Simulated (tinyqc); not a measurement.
Charge-trap memory cell: one step of the calculation.

Channel, tunnel oxide, storage layer, blocking layer, gate. N electrons per area sit in a sheet at the centroid and shift the threshold by U = (q/eps0) N (tb/eb + xc tn/en). EOT = t1 + 3.9 (tn/en + tb/eb); tunnel field F = (Vg - U)/EOT; dN/dt = eta (J/q)(1 - N/Nm). Fowler-Nordheim: J = A F^2 exp(-B/F), A = q^2/(16 pi^2 hbar mo phi) (times 1e14 for A/cm^2 with F in V/nm, emitter mass m0), B = (4/3) sqrt(mo/C) phi^1.5, C = hbar^2/(2 m0).

Task. Constants of the stack. EOT, the shift for 1e12 electrons per cm^2, the shift with all traps full, and the starting field, current and rate.

Parameters, values chosen for the exercise; oxide values close to those of silicon dioxide, storage layer close to silicon nitride, blocking layer close to silicon dioxide:
```
symbol   value   unit                                                      meaning
phi       3.06     eV                                               tunnel barrier
mo        0.47     m0                                              tunnelling mass
t1         5.2     nm                              tunnel oxide (permittivity 3.9)
tn         8.1     nm                                                storage layer
en         7.2                                           its relative permittivity
tb         6.7     nm                                               blocking layer
eb         3.9                                           its relative permittivity
xc        0.59         charge centroid, share of tn counted from the blocking side
eta       0.62                                capture efficiency of an empty layer
Nm      2.5e13  cm^-2                                                 trap density
Vg        20.2      V            gate voltage less flat band and surface potential
```

Constants: q = 1.602176634e-19 C, hbar = 1.054571817e-34 J s, m0 = 9.1093837015e-31 kg, eps0 = 8.8541878128e-14 F/cm where lengths are in cm, hbar^2/(2 m0) = 0.0380998212 eV nm^2. Results are converted to the units shown.

Wanted: EOT; shift for 1e12 cm^-2; shift with all traps full; F(0); J(0); dN/dt at the start.

Result.

EOT = 16.288 nm
shift for 1e12 cm^-2 = 0.43097 V
shift with all traps full = 10.774 V
F(0) = 1.2402 V/nm
J(0) = 0.27485 A/cm^2
dN/dt at the start = 1.0636e18 cm^-2 s^-1

Range of the model: The Fowler-Nordheim form needs F t1 above phi; trap-assisted paths and leakage through the blocking layer are left out.

Computed by the program tinyqc: `OMP_NUM_THREADS=1 python tinyqc.py 2130089 2130090 out.jsonl`, one thread of a shared Intel Xeon 2.30GHz, about 0.04 s for the whole run.
